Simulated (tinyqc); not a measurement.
From results back to parameters: averaged masses of warped heavy- and light-hole bands. Three cases, with inputs chosen for the exercise.

Problem. For B along [111] the central orbits have s = 1/4 all round, so the cyclotron masses are 1/(g1 -/+ sqrt(g2^2 + 3 g3^2)). They are given with the heavy-hole mass along [100], 1/(g1 - 2 g2); g2 and g3 are positive.

Case 1.

heavy and light cyclotron mass for B along [111]; heavy mass along [100] (m0): 0.3782854  0.0413283  0.2024291

Case 2.

heavy and light cyclotron mass for B along [111]; heavy mass along [100] (m0): 0.5640860  0.1469028  0.2770083

Case 3.

heavy and light cyclotron mass for B along [111]; heavy mass along [100] (m0): 0.5259066  0.0263445  0.3484321

Find: g1; sqrt(g2^2 + 3 g3^2); g2; g3.

Solution. The mean of the two inverse cyclotron masses is g1 and half their difference is the root; g2 = (g1 - 1/m[100])/2, and g3 follows.

Case 1.

g1 = 13.42
sqrt(g2^2 + 3 g3^2) = 10.776
g2 = 4.24
g3 = 5.72

Case 2.

g1 = 4.29
sqrt(g2^2 + 3 g3^2) = 2.517
g2 = 0.34
g3 = 1.44

Case 3.

g1 = 19.93
sqrt(g2^2 + 3 g3^2) = 18.029
g2 = 8.53
g3 = 9.17

Computed by tinyqc, one run a case: `OMP_NUM_THREADS=1 python tinyqc.py N N+1 out.jsonl` with N = 1050815, 1050829, 1050842; one thread of a shared Intel(R) Xeon(R) Processor @ 2.30GHz, about 0.09 s a run at most.
